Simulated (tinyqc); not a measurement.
Stretching all distances: RHF, UHF, MP2, CISD and CCSD against full CI in the 6-31g basis, for H4, spin multiplicity 1. Computed by the program tinyqc with PySCF. Command: `OMP_NUM_THREADS=1 python tinyqc.py 111312 111313 out.jsonl`; one thread of a shared host (Intel(R) Xeon(R) Processor @ 2.60GHz), about 10 s.

Geometry (angstrom):

| atom | x | y | z |
|---|---|---|---|
| H | 0.0000 | 0.0000 | 0.0000 |
| H | 0.0000 | 0.0000 | 0.7790 |
| H | 0.0000 | 0.0000 | 1.6700 |
| H | 0.0000 | 0.0000 | 2.4490 |

All coordinates are multiplied by the scale. c0^2 is the weight of the RHF determinant in the lowest singlet FCI state (UHF is spin-contaminated and may lie near states of higher spin) and n(LUMO) the first natural occupation beyond the occupied space.

Full CI energy (hartree) and errors against it (kcal/mol):

| scale | distance 1-2 (angstrom) | E(FCI) | RHF | UHF | MP2 | CISD | CCSD | <S^2> UHF | c0^2 | n(LUMO) |
|---|---|---|---|---|---|---|---|---|---|---|
| 0.930 | 0.724 | -2.22411 | 32.005 | 32.005 | 8.666 | 0.448 | 0.162 | 0.000 | 0.972 | 0.035 |
| 1.200 | 0.935 | -2.24582 | 37.587 | 37.587 | 12.127 | 0.766 | 0.157 | 0.000 | 0.953 | 0.063 |
| 1.480 | 1.153 | -2.19731 | 46.555 | 46.068 | 17.745 | 1.615 | 0.181 | 0.178 | 0.918 | 0.110 |
| 1.750 | 1.363 | -2.14055 | 59.185 | 45.078 | 25.748 | 3.425 | 0.234 | 0.836 | 0.863 | 0.179 |
| 2.020 | 1.574 | -2.09131 | 76.060 | 36.065 | 36.461 | 6.802 | 0.254 | 1.286 | 0.784 | 0.271 |
| 2.290 | 1.784 | -2.05411 | 96.928 | 25.068 | 49.462 | 12.183 | 0.087 | 1.590 | 0.689 | 0.382 |
| 2.570 | 2.002 | -2.02807 | 121.634 | 15.413 | 64.037 | 19.720 | -0.525 | 1.779 | 0.586 | 0.503 |
| 2.840 | 2.212 | -2.01264 | 146.664 | 8.972 | 77.269 | 26.276 | -1.682 | 1.881 | 0.497 | 0.612 |

UHF parts from RHF first at scale 1.48 of those listed, where <S^2> leaves zero. The weight c0^2 goes from 0.97 to 0.50 and n(LUMO) from 0.04 to 0.61: static correlation grows as the bonds break into open-shell fragments. The spread of the error along the curve, which distorts its shape, is CCSD 1.9, CISD 25.8, UHF 37.1, MP2 68.6, RHF 114.7 kcal/mol. Below FCI somewhere: CCSD, as non-variational methods may be.
